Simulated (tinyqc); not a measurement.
Comparisons within one model: band offset from the macroscopic average of a supercell potential. A value that a table varies takes the place of the one given here.

A model of the planar-averaged electrostatic energy of an electron in a periodic cell of N1 periods of A (L1 = N1 n1 h) and N2 periods of B (L2 = N2 n2 h), on z_j = j h: V(z) = f VA + (1 - f) VB + F t(z), VA = V1[0] + V1[1] cos(2 pi z/(n1 h)) + V1[2] cos(4 pi z/(n1 h)), VB the same with V2, n2 and z - L1. f = [tanh(z/w) - tanh((z - L1)/w) + tanh((z - L1 - L2)/w)]/2 + 1/2; t(z) = z - L1/2 in A and (L1/L2)(L1 + L2/2 - z) beyond, so that the cell is periodic.

Running mean over n points, periodic: for odd n the plain mean of the n points centred on j; for even n the n + 1 points with half weight at both ends. The macroscopic average applies the mean over n1 points and then over n2 points.

dEv = Ev(A) - Ev(B) = Ev1 - (dV + Ev2); dEc = Ec(B) - Ec(A) = Eg2 - Eg1 - dEv. The correction of a gap, c = Eg[1] - Eg[0], lowers the valence top by fv c and leaves dV, a ground-state quantity, as it is. Type I: dEv and dEc of one sign; II: opposite signs; III: no overlap of the gaps.

Values chosen for the exercise (gaps near those of Si and Ge; shifted at random, so the results belong to these values and not to a real crystal): h = 0.25 angstrom (grid step); n1 = 5 (grid points per period of A); n2 = 5 (grid points per period of B); V1 = (-4.91, 1.46, -0.57) eV (mean and two harmonics of the potential in A); V2 = (-7.04, 4.31, 0.75) eV (the same in B); w = 0.33 angstrom (width of the interfaces); N1 = 4 (periods of A); N2 = 4 (periods of B); F = 0 eV/angstrom (slope in A from opposite charges on the two interfaces); Ev1 = 3.26 eV (valence top of bulk A above its mean potential); Eg1 = (0.59, 1.17) eV (gap of A: semi-local value, corrected value); Ev2 = 6.12 eV (valence top of bulk B above its mean potential); Eg2 = (0.1, 0.73) eV (gap of B: semi-local value, corrected value).

## How thick the regions must be

N1 = N2 = N, no slope (F = 0); dV is read at j = floor(N n1/2) and N n1 + floor(N n2/2). The exact value is V2[0] - V1[0].

Results:

| N | L1 (angstrom) | dV (eV) | error (meV) |
|---|---|---|---|
| 1 | 1.25 | -1.3786 | 751.41 |
| 2 | 2.50 | -1.9807 | 149.33 |
| 3 | 3.75 | -2.1255 | 4.50 |
| 4 | 5.00 | -2.1299 | 0.09 |
| 5 | 6.25 | -2.1300 | 0.00 |
| 6 | 7.50 | -2.1300 | 0.00 |

What can be read from the table?

The error is below 10 meV from N = 3 on. The two windows together span 2.50 angstrom and must fit between the interface tails, which fall as exp(-2 z/w); the errors at N = 2, 3 and 4 are 149.33, 4.50 and 0.09 meV.

## The choice of windows

dV read at j = 10 and 30 after means over the numbers of points listed; ripple is the spread over the five points around each.

Results:

| windows | dV (eV) | ripple in A (meV) | ripple in B (meV) |
|---|---|---|---|
| none | 2.040 | 2270 | 8315 |
| 5 only | -2.130 | 0 | 0 |
| 6 only | -2.446 | 376 | 1025 |
| 6, 6 | -2.075 | 50 | 140 |
| 5, 5 | -2.130 | 0 | 0 |

Which rows can be used, and how does a wrong window show?

The last row matches both periods and lies 0 meV from the value of a thick cell, V2[0] - V1[0] = -2.130 eV. Against it the raw potential errs by +4.17 eV. Within 20 meV of it lie: 5 only. A window one point too long leaves a ripple of 376 meV in A, against 0 meV in the last row: the ripple is the sign to look for. Rows to use, with under 30 meV of ripple in both regions once the tilt is taken off: 5 only and 5, 5. A row with a large ripple can hit the right value only by chance.

## Where the gap correction goes

dV = B - A = -2.1299 eV

fv1 and fv2 are varied.

Offsets (eV):

| fv1 | fv2 | dEv | dEc |
|---|---|---|---|
| 0.0 | 0.0 | -0.730 | 0.290 |
| 0.5 | 0.5 | -0.705 | 0.265 |
| 1.0 | 1.0 | -0.680 | 0.240 |
| 0.0 | 1.0 | -0.100 | -0.340 |
| 1.0 | 0.0 | -1.310 | 0.870 |
| 0.3 | 0.7 | -0.463 | 0.023 |

How do the results move?

dEv + dEc = -0.440 eV in every row, but dEv alone spans 1.21 eV, the sum of the two corrections. A scissor on the conduction bands alone (first row) keeps the semi-local dEv; with equal shares fv the shift is fv times the difference of the corrections, +0.05 eV, against their sum of 1.21 eV: most of the error cancels if the shares are alike.

Computed by tinyqc, a small Python program: `OMP_NUM_THREADS=1 python tinyqc.py 1850531 1850532 out.jsonl` (the numbers bound the seed that draws the inputs); one thread of a shared host (Intel(R) Xeon(R) Processor @ 2.30GHz), about 0.01 s for the whole set of steps.
